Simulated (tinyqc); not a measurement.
Worked calculation: plane-wave Kohn-Sham cycle with exchange-only LDA in a layered model solid. One step of it, computed by the program tinyqc.

Question. Iteration 1: Hamiltonian at one k. H(m,m') = (k + G_m)^2/2 delta + V(G_m - G_m'), with V(-G) = V(G).

A solid whose potential varies along x alone (atomic units):
```
parameter                      value
period a                    6.200000
cross-section of the cell  29.000000
electrons per cell                 2
grid points                       16
plane waves -n..n, n               2
k points                           3
V1 in V1 cos(2 pi x/a)     -0.240000
V2 in V2 cos(4 pi x/a)     -0.180000
```

V(G_m), m = 0, 1, 2, ... (hartree): [-0.219822, -0.120000, -0.090000, 0.000000, 0.000000]

k = 0.000000 2 pi / a

Give: H.

Answer.

H (hartree), order -2, -1, +0, +1, +2:
```
[[1.8342, -0.1200, -0.0900, 0.0000, 0.0000],
 [-0.1200, 0.2937, -0.1200, -0.0900, 0.0000],
 [-0.0900, -0.1200, -0.2198, -0.1200, -0.0900],
 [0.0000, -0.0900, -0.1200, 0.2937, -0.1200],
 [0.0000, 0.0000, -0.0900, -0.1200, 1.8342]]
```
